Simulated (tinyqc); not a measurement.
Transmission spectrum against simple models: phonon transmission through an interface between two chains by Green functions. Computed by tinyqc, a small Python program. Command: `OMP_NUM_THREADS=1 python tinyqc.py 3013744 3013745 out.jsonl agf walk`. One thread of a shared host (Intel(R) Xeon(R) Processor @ 2.30GHz), about 0.01 s of CPU time with the checks.

Two semi-infinite chains (masses m_1, m_2; springs k_1, k_2), motion along the chain. The central region holds the end atom of each chain and two interlayer atoms of mass m_b, joined by springs k_b. lambda = omega^2 in eV/(angstrom^2 u); nu = 15.6333042 THz x sqrt(lambda).

Inputs (values chosen for the exercise, for two model chains):
```
quantity                          value           unit
mass m_1                           40.4              u
spring k_1                         8.31  eV/angstrom^2
mass m_2                           38.3              u
spring k_2                         5.25  eV/angstrom^2
junction spring k_b                1.93  eV/angstrom^2
interlayer mass m_b                19.9              u
probe frequency / lower band top   0.28              -
```

Atoms in the interlayer: two.

Constants: nu for 1 eV/(angstrom^2 u) = 15.6333042 THz.

Method:
- nu_max = 15.6333042 THz x 2 sqrt(k/m); impedance Z = sqrt(k m); long-wave transmission 4 Z_1 Z_2/(Z_1 + Z_2)^2; the probe frequency is the given share of the lower band top.
- In chain i, sin(q_i a/2) = nu/nu_max,i. An outgoing wave makes the next atom move as exp(i q_i a) times the end atom, so the lead adds the self-energy Sigma_i = -k_i exp(i q_i a) to the force-constant matrix; Gamma_i = -2 Im Sigma_i = 2 k_i sin(q_i a).
- A = lambda M - K - Sigma over the central atoms, with K_ii the sum of the springs at i, K_(i,i+1) = -k_b; G = inverse of A; transmission = Gamma_1 Gamma_2 |G_(first,last)|^2.
- Long-wave value 4 Z_1 Z_2/(Z_1 + Z_2)^2. Continuum estimate, with omega = sqrt(lambda): a slab of impedance Z_b = sqrt(k_b m_b) and phase p = omega x (number of interlayer atoms) x sqrt(m_b/k_b), tau = 4 Z_1 Z_2/[(Z_1 + Z_2)^2 cos^2 p + (Z_b + Z_1 Z_2/Z_b)^2 sin^2 p].

band top of chain 1 = 14.1805 THz

band top of chain 2 = 11.5761 THz

long-wave transmission = 0.983755

Z_1 = 18.3228 sqrt(eV u)/angstrom

Z_2 = 14.1801 sqrt(eV u)/angstrom

Transmission:
```
nu/nu_top  nu (THz)  Green function  long-wave value  continuum estimate
0.05          0.579         0.87053          0.98375             0.92274
0.15          1.736         0.52123          0.98375             0.65134
0.25          2.894         0.43039          0.98375             0.48547
0.35          4.052         0.61006          0.98375             0.45094
0.45          5.209         0.97372          0.98375             0.53297
0.55          6.367         0.41734          0.98375             0.75639
0.65          7.524         0.27149          0.98375             0.98077
0.75          8.682         0.89672          0.98375             0.81801
0.85          9.840         0.01333          0.98375             0.56799
0.92         10.650         0.00174          0.98375             0.47724
0.98         11.345         0.00027          0.98375             0.44946
```

The transmission starts at the impedance value 0.984 and vanishes at the lower band top, 11.58 THz, above which chain 2 has no states. It first falls below half of that value at nu/nu_top = 0.25. The continuum estimate misses by more than 0.05 from the first row on.
